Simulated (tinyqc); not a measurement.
RKS/B3LYP (VWN-RPA form) in the sto-6g basis, for H3+, spin multiplicity 1, step by step. Computed by tinyqc, a small Python program that keeps every step (integrals from PySCF). Settings: charge = 1, multiplicity = 1, basis = sto-6g, energy threshold = 1e-08, iteration cap = 89, orthogonalisation = canonical, start = core, DIIS depth = 6, method = RKS, functional = b3lyp, grid = [20, 50]. Command: `OMP_NUM_THREADS=1 python tinyqc.py 29190 29191 out.jsonl` (the two numbers bound the seeds that draw the settings). One thread of a shared host (Intel(R) Xeon(R) Processor @ 2.60GHz), about 0.3 s of CPU time with the checks. Later iterations appear only in the table of the cycle.

## One-electron integrals

Geometry (angstrom):

| atom | x | y | z |
|---|---|---|---|
| H | 0.000000 | 0.000000 | 0.000000 |
| H | 0.000000 | 0.000000 | 1.417000 |
| H | 0.000000 | 1.227000 | 0.709000 |

Basis sto-6g: exponents (1/bohr^2) and contraction coefficients of normalised primitives:

| element | l (shell) | exponent | coefficient |
|---|---|---|---|
| H | s (1) | 35.523221 | 0.009164 |
| H | s (1) | 6.513144 | 0.049361 |
| H | s (1) | 1.822143 | 0.168538 |
| H | s (1) | 0.625955 | 0.370563 |
| H | s (1) | 0.243077 | 0.416492 |
| H | s (1) | 0.100112 | 0.130334 |

Overlap, kinetic and nuclear-attraction integrals over the contracted functions; the nuclear repulsion is the sum of Za Zb / Rab.

nuclear repulsion = 1.12041907 hartree

overlap S, lower triangle:
```
          1H 1s     2H 1s     3H 1s
1H 1s  1.000000
2H 1s  0.288941  1.000000
3H 1s  0.288895  0.289098  1.000000
```

kinetic energy T (hartree), lower triangle:
```
          1H 1s     2H 1s     3H 1s
1H 1s  0.768522
2H 1s  0.017918  0.768522
3H 1s  0.017904  0.017964  0.768522
```

nuclear attraction V (hartree), lower triangle:
```
           1H 1s      2H 1s      3H 1s
1H 1s  -1.982214
2H 1s  -0.505379  -1.982341
3H 1s  -0.505288  -0.505688  -1.982312
```

core Hamiltonian H = T + V (hartree), lower triangle:
```
           1H 1s      2H 1s      3H 1s
1H 1s  -1.213692
2H 1s  -0.487461  -1.213818
3H 1s  -0.487384  -0.487723  -1.213790
```

## Two-electron integrals

Functions are numbered as in S; the eight-fold symmetry (ij|kl) = (ji|kl) = (kl|ij) leaves the list below.

Two-electron integrals (ij|kl) in chemists' order, unique and non-zero (hartree):
```
(11|11) 0.774999   (21|11) 0.158598   (21|21) 0.048266   (22|11) 0.363726
(22|21) 0.158598   (22|22) 0.774999   (31|11) 0.158568   (31|21) 0.041124
(31|22) 0.113406   (31|31) 0.048250   (32|11) 0.113460   (32|21) 0.041151
(32|22) 0.158703   (32|31) 0.041145   (32|32) 0.048323   (33|11) 0.363700
(33|21) 0.113419   (33|22) 0.363813   (33|31) 0.158568   (33|32) 0.158703
(33|33) 0.774999
```

## Orthogonalisation

S = U s U^T; canonical form X = U s^(-1/2), so that X^T S X = 1. Each column of U has its largest component positive (the first on a tie).

eigenvalues of S: 0.710899  0.711145  1.577956

X:
```
               1          2         3
1H 1s  -0.105212   0.962559  0.459549
2H 1s   0.886261  -0.390101  0.459657
3H 1s  -0.781115  -0.572263  0.459632
```

## Starting guess

The start is the orbitals of the core Hamiltonian; D = 2 C_occ C_occ^T.

D at the start, lower triangle:
```
          1H 1s     2H 1s     3H 1s
1H 1s  0.422132
2H 1s  0.422433  0.422733
3H 1s  0.422365  0.422665  0.422597
```

## Iteration 1: exchange-correlation on the grid

Becke grid with 20 radial and 50 angular points per atom, points of zero weight dropped. rho = sum D_ij phi_i phi_j; V_xc,ij = sum w v_xc phi_i phi_j plus the gradient terms; v_xc is d(rho eps)/d rho at fixed gradient. Exact exchange is left to K.

The 8 grid points with the largest w rho, of 2992 (bohr, atomic units):

| x | y | z | w | rho | \|grad rho\|^2 | eps_xc | v_xc |
|---|---|---|---|---|---|---|---|
| 0.000000 | 0.869890 | 1.807852 | 0.098274 | 0.052372 | 0.000271 | -0.259173 | -0.337349 |
| 0.000000 | 0.869890 | 0.869890 | 0.098314 | 0.052325 | 0.000270 | -0.259099 | -0.337257 |
| -0.370922 | 0.370922 | 1.564975 | 0.096891 | 0.047608 | 0.001252 | -0.255173 | -0.323912 |
| 0.370922 | 0.370922 | 1.564975 | 0.096891 | 0.047608 | 0.001252 | -0.255173 | -0.323912 |
| 0.370922 | 0.370922 | 1.112767 | 0.096887 | 0.047589 | 0.001248 | -0.255133 | -0.323880 |
| -0.370922 | 0.370922 | 1.112767 | 0.096887 | 0.047589 | 0.001248 | -0.255133 | -0.323880 |
| -1.129187 | 1.189507 | 1.339816 | 0.220680 | 0.020520 | 0.000997 | -0.210193 | -0.243912 |
| 1.129187 | 1.189507 | 1.339816 | 0.220680 | 0.020520 | 0.000997 | -0.210193 | -0.243912 |

electrons on the grid, sum of w rho = 1.999513

E_xc = sum of w rho eps_xc = -0.47914551 hartree

V_xc (hartree), lower triangle:
```
           1H 1s      2H 1s      3H 1s
1H 1s  -0.316051
2H 1s  -0.082345  -0.316158
3H 1s  -0.082330  -0.082405  -0.316144
```

## Iteration 1: building the Kohn-Sham matrix

J_ij = sum D_kl (ij|kl), K_ij = sum D_kl (ik|jl); F = H + J - 0.1 K + V_xc; E = tr D H + tr D J / 2 - 0.05 tr D K + E_xc + E_nn.

Coulomb J (hartree), lower triangle:
```
          1H 1s     2H 1s     3H 1s
1H 1s  0.998462
2H 1s  0.292228  0.998852
3H 1s  0.292171  0.292424  0.998764
```

exchange K (hartree), lower triangle:
```
          1H 1s     2H 1s     3H 1s
1H 1s  0.670651
2H 1s  0.456038  0.671325
3H 1s  0.455966  0.456284  0.671173
```

Kohn-Sham matrix F (hartree), lower triangle:
```
           1H 1s      2H 1s      3H 1s
1H 1s  -0.598346
2H 1s  -0.323181  -0.598256
3H 1s  -0.323140  -0.323333  -0.598287
```

total energy of this density = -1.22994885 hartree

## Iteration 1: diagonalisation and new density

Diagonalise F' = X^T F X, C = X C', fill 1 alpha and 1 beta electrons from the bottom; D = 2 C_occ C_occ^T. Each column has its largest component positive (the first on a tie).

F' = X^T F X (hartree), lower triangle:
```
           1          2          3
1  -0.386742
2  -0.000002  -0.387013
3   0.000021  -0.000043  -0.788826
```

orbital energies (hartree): MO1 -0.788826, MO2 -0.387013, MO3 -0.386742

coefficients C:
```
            MO1        MO2        MO3
1H 1s  0.459659   0.961497  -0.114070
2H 1s  0.459569  -0.381952   0.889849
3H 1s  0.459610  -0.579500  -0.775774
```

D after iteration 1, lower triangle:
```
          1H 1s     2H 1s     3H 1s
1H 1s  0.422572
2H 1s  0.422490  0.422407
3H 1s  0.422528  0.422445  0.422483
```

## Iteration 2: exchange-correlation on the grid

As before.

The 8 grid points with the largest w rho, of 2992 (bohr, atomic units):

| x | y | z | w | rho | \|grad rho\|^2 | eps_xc | v_xc |
|---|---|---|---|---|---|---|---|
| 0.000000 | 0.869890 | 0.869890 | 0.098314 | 0.052339 | 0.000272 | -0.259124 | -0.337281 |
| 0.000000 | 0.869890 | 1.807852 | 0.098274 | 0.052358 | 0.000271 | -0.259150 | -0.337323 |
| 0.370922 | 0.370922 | 1.564975 | 0.096891 | 0.047602 | 0.001250 | -0.255158 | -0.323903 |
| -0.370922 | 0.370922 | 1.564975 | 0.096891 | 0.047602 | 0.001250 | -0.255158 | -0.323903 |
| 0.370922 | 0.370922 | 1.112767 | 0.096887 | 0.047601 | 0.001250 | -0.255156 | -0.323900 |
| -0.370922 | 0.370922 | 1.112767 | 0.096887 | 0.047601 | 0.001250 | -0.255156 | -0.323900 |
| 1.129187 | 1.189507 | 1.339816 | 0.220680 | 0.020519 | 0.000996 | -0.210189 | -0.243907 |
| -1.129187 | 1.189507 | 1.339816 | 0.220680 | 0.020519 | 0.000996 | -0.210189 | -0.243907 |

electrons on the grid, sum of w rho = 1.999513

E_xc = sum of w rho eps_xc = -0.47914548 hartree

V_xc (hartree), lower triangle:
```
           1H 1s      2H 1s      3H 1s
1H 1s  -0.316115
2H 1s  -0.082346  -0.316111
3H 1s  -0.082335  -0.082399  -0.316128
```

## Iteration 2: building the Kohn-Sham matrix

As before.

Coulomb J (hartree), lower triangle:
```
          1H 1s     2H 1s     3H 1s
1H 1s  0.998663
2H 1s  0.292234  0.998704
3H 1s  0.292188  0.292401  0.998712
```

exchange K (hartree), lower triangle:
```
          1H 1s     2H 1s     3H 1s
1H 1s  0.671022
2H 1s  0.456066  0.671050
3H 1s  0.456047  0.456175  0.671077
```

Kohn-Sham matrix F (hartree), lower triangle:
```
           1H 1s      2H 1s      3H 1s
1H 1s  -0.598246
2H 1s  -0.323180  -0.598331
3H 1s  -0.323136  -0.323339  -0.598313
```

total energy of this density = -1.22994887 hartree

## Iteration 2: DIIS over 2 matrices

error matrix X^T (FDS - SDF) X:
```
          1          2          3
1  0.000000   0.000000  -0.000054
2  0.000000   0.000000   0.000136
3  0.000054  -0.000136   0.000000
```

B (overlaps of the stored error matrices):
```
                1               2
1   8.4950704e-08  -6.0404925e-08
2  -6.0404925e-08   4.2951444e-08
```

Minimise |sum c_i e_i|^2 with sum c_i = 1: solve [B -1; -1 0][c; lambda] = [0; -1] with B_ij = tr e_i^T e_j, and take F = sum c_i F_i.

DIIS coefficients: 0.415566  0.584434

extrapolated F (hartree), lower triangle:
```
           1H 1s      2H 1s      3H 1s
1H 1s  -0.598287
2H 1s  -0.323180  -0.598300
3H 1s  -0.323137  -0.323336  -0.598302
```

## Iteration 2: diagonalisation and new density

As before.

F' = X^T F X (hartree), lower triangle:
```
           1          2          3
1  -0.386780
2   0.000000  -0.386975
3   0.000005  -0.000004  -0.788826
```

orbital energies (hartree): MO1 -0.788826, MO2 -0.386975, MO3 -0.386780

coefficients C:
```
            MO1        MO2        MO3
1H 1s  0.459559   0.962311  -0.107415
2H 1s  0.459642  -0.388070   0.887159
3H 1s  0.459636  -0.574059  -0.779794
```

D after iteration 2, lower triangle:
```
          1H 1s     2H 1s     3H 1s
1H 1s  0.422389
2H 1s  0.422466  0.422542
3H 1s  0.422460  0.422537  0.422531
```

## Iteration 4 (converged): orbitals

converged F (hartree), lower triangle:
```
           1H 1s      2H 1s      3H 1s
1H 1s  -0.598287
2H 1s  -0.323180  -0.598300
3H 1s  -0.323137  -0.323336  -0.598302
```

As before.

F' = X^T F X (hartree), lower triangle:
```
           1          2          3
1  -0.386780
2   0.000000  -0.386975
3   0.000005  -0.000004  -0.788826
```

orbital energies (hartree): MO1 -0.788826, MO2 -0.386975, MO3 -0.386780

coefficients C:
```
            MO1        MO2        MO3
1H 1s  0.459559   0.962314  -0.107389
2H 1s  0.459643  -0.388094   0.887149
3H 1s  0.459636  -0.574038  -0.779810
```

D after iteration 4, lower triangle:
```
          1H 1s     2H 1s     3H 1s
1H 1s  0.422389
2H 1s  0.422466  0.422542
3H 1s  0.422460  0.422537  0.422531
```

## Convergence

Stop when the energy changes by less than 1e-08 hartree and every element of the error matrix X^T (F D S - S D F) X is below 3e-05.

Course of the cycle:

| iteration | E (hartree) | change | largest element of the error matrix |
|---|---|---|---|
| 1 | -1.22994885 | - | 1.91e-04 |
| 2 | -1.22994887 | -1.53e-08 | 1.36e-04 |
| 3 | -1.22994888 | -1.56e-08 | 2.05e-08 |
| 4 | -1.22994888 | 8.88e-16 | 6.43e-10 |

PySCF RKS in the same basis, fine grid = -1.23005966 hartree

Converged in 4 iterations. The coarse grid moves the energy by +1.11e-04 hartree.

## Populations, bond orders and dipole

Mulliken: Z minus the diagonal of D S on the atom; Loewdin: the same with S^(1/2) D S^(1/2); Mayer order: 2 sum_s sum (D(s) S)_ij (D(s) S)_ji over the two atoms.

Charges (e):

| atom | Mulliken | Loewdin |
|---|---|---|
| 1H | 0.333496 | 0.333498 |
| 2H | 0.333235 | 0.333233 |
| 3H | 0.333268 | 0.333269 |

Mayer bond orders:

| pair | order |
|---|---|
| 2-1 | 0.444401 |
| 3-1 | 0.444379 |
| 3-2 | 0.444553 |

dipole moment about the origin, x y z (debye): 0.000000  1.964128  3.402984
